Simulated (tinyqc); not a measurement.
Inside a calculation. Model: charge control and current of a heterostructure field-effect transistor. Computed by tinyqc, a small Python program that keeps every step. Command: `OMP_NUM_THREADS=1 python tinyqc.py 3011103 3011104 out.jsonl hemt walk`. One thread of a shared host (Intel(R) Xeon(R) Processor @ 2.30GHz), about 0.01 s of CPU time with the checks. Intermediate numbers are printed to about 6 digits and carried at full precision; extremes and crossings named in words are read from the listed rows.

Two subbands in a triangular well; E_F is counted from the conduction band edge of the channel at the interface.

Inputs (values chosen for the exercise, modelled on AlGaN/GaN):
```
quantity                                  value        unit
channel mass m                              0.2         m_0
permittivity eps (barrier and channel)     9.38           -
barrier thickness d                          39          nm
Schottky barrier phi_B                      1.3          eV
conduction band offset dE_c                0.46          eV
polarisation charge sigma/e             1.8e+13      1/cm^2
gate voltage V_G                          -0.68           V
mobility mu                                1700  cm^2/(V s)
saturation velocity v_s                     1.1    1e7 cm/s
gate length L                               570          nm
source resistance R_S                         0      ohm mm
temperature T                               300           K
mixing                                      0.5           -
iteration cap                               200           -
```

Charge source: polarisation. Velocity law: smooth.

Constants: e = 1.602176634e-19 C; eps_0 = 8.8541878128e-12 F/m; k_B = 8.617333262e-05 eV/K; hbar = 1.054571817e-34 J s; m_0 = 9.1093837015e-31 kg; k_B = 1.380649e-23 J/K.

## Threshold and barrier capacitance

Threshold V_T = phi_B - dE_c - sigma d/(eps eps_0) (in volts); C_b = eps eps_0/d.

threshold voltage V_T = -12.7024 V

barrier capacitance C_b = 0.212955 microfarad/cm^2

The device is normally on.

## First iteration

Charge control: n_s = C_b (V_G - V_T - E_F/e)/e. Well: mean field F = e n_s/(2 eps eps_0), E_i = (hbar^2/2m)^(1/3) [(3 pi e F/2)(i + 3/4)]^(2/3), i = 0, 1; n_s = D k_B T sum_i ln(1 + exp((E_F - E_i)/k_B T)), D = m/(pi hbar^2), which is solved in closed form for E_F. Iteration from n_s = C_b (V_G - V_T)/(2e): E_F from n_s, n_out from the charge control, n_new = n_s + mixing (n_out - n_s), kept above n_s/10; stop when |n_out/n_s - 1| < 1e-9.

starting n_s = 7.98984e+12 1/cm^2

E_0 = 241.775 meV

E_1 = 425.332 meV

E_F = 335.938 meV

n_out = 1.55332e+13 1/cm^2

Caution: a density of n_out would put E_F above the conduction band minimum of the barrier, where parallel conduction sets in.

## Sheet density

The formulas are those given above.

Course of the iteration:
```
iteration  n_s (1/cm^2)  E_F (meV)  |n_out/n_s - 1|
1           7.98984e+12    335.938      9.44115e-01
2           1.17615e+13    452.942      3.07456e-01
3           1.35696e+13    505.987      1.28049e-01
4           1.44384e+13    530.952      5.78737e-02
5           1.48562e+13    542.850      2.70586e-02
6           1.50572e+13    548.550      1.28455e-02
7           1.51539e+13    551.287      6.14170e-03
...                 ...        ...              ...
23          1.52436e+13    553.822      5.04954e-08
24          1.52436e+13    553.823      2.42996e-08
25          1.52436e+13    553.823      1.16935e-08
26          1.52436e+13    553.823      5.62722e-09
27          1.52436e+13    553.823      2.70795e-09
28          1.52436e+13    553.823      1.30313e-09
29          1.52436e+13    553.823      6.27097e-10
```

sheet density n_s = 1.52436e+13 1/cm^2

Converged in 29 iterations.

## Levels and gate capacitance

C_g = e dn_s/dV_G = 1/(1/C_b + 1/C_q), 1/C_q = d(E_F/e)/d(e n_s) by a central difference of +/- 0.1 % in n_s; added distance dd = eps eps_0/C_q.

E_0 = 371.914 meV

E_1 = 654.275 meV

E_F = 553.823 meV

share in the second subband = 0.287991 %

gate capacitance C_g = 0.205247 microfarad/cm^2

added distance dd = 1.46454 nm

C_g is 96 % of C_b: the finite density of states and the rise of E_0 act as 1.5 nm of extra barrier. Caution: E_F lies above the conduction band minimum of the barrier, so electrons would spill into the barrier.

## Saturation current

With V = e n_s/C_g and V_c = v_s L/mu: for v = mu F/(1 + mu F/v_s), V_Dsat = V_c (sqrt(1 + 2V/V_c) - 1) and I/W = C_g v_s (V - V_Dsat); g_m = dI/dV; extrinsic g_m/(1 + g_m R_S); f_T = g_m/(2 pi C_g L).

V = 11.8993 V

V_c = 0.368824 V

V_Dsat = 2.61672 V

saturation current I/W = 2095.73 mA/mm

intrinsic g_m = 197.881 mS/mm

extrinsic g_m = 197.881 mS/mm

intrinsic f_T = 26.9198 GHz

V/V_c = 32.26: velocity saturation rules; I is 78 % of e n_s v_s = 2690 mA/mm.

## Gate length

The formulas are those given above.

Scaling; the last columns are v_s/(2 pi L) and mu V/(2 pi L^2):
```
L (nm)  I/W (mA/mm)  g_m (mS/mm)  extrinsic g_m (mS/mm)  f_T (GHz)  velocity limit (GHz)  mobility limit (GHz)
30          2537.38      219.326                219.326    566.908               583.568           3.57723e+05
60          2478.09      216.660                216.660    280.009               291.784           8.94307e+04
120         2396.64      212.897                212.897    137.572               145.892           2.23577e+04
250         2278.55      207.221                207.221     64.274                70.028           5.15121e+03
500         2128.84      199.625                199.625     30.959                35.014           1.28780e+03
1000        1934.68      189.040                189.040     14.659                17.507           3.21950e+02
2000        1692.13      174.499                174.499      6.766                 8.754           8.04876e+01
5000        1305.51      147.668                147.668      2.290                 3.501           1.28780e+01
```

f_T scales as L^-1.02 at the short end and L^-1.18 at the long end; the two limits cross at L = mu V/v_s = 18400 nm. g_m tends to C_g v_s = 226 mS/mm. Fringe capacitances and short-channel effects, left out, lower f_T once L is below about ten barrier thicknesses.

Checks made by the program: iterated density against a bracketing root search (relative difference 6e-10).
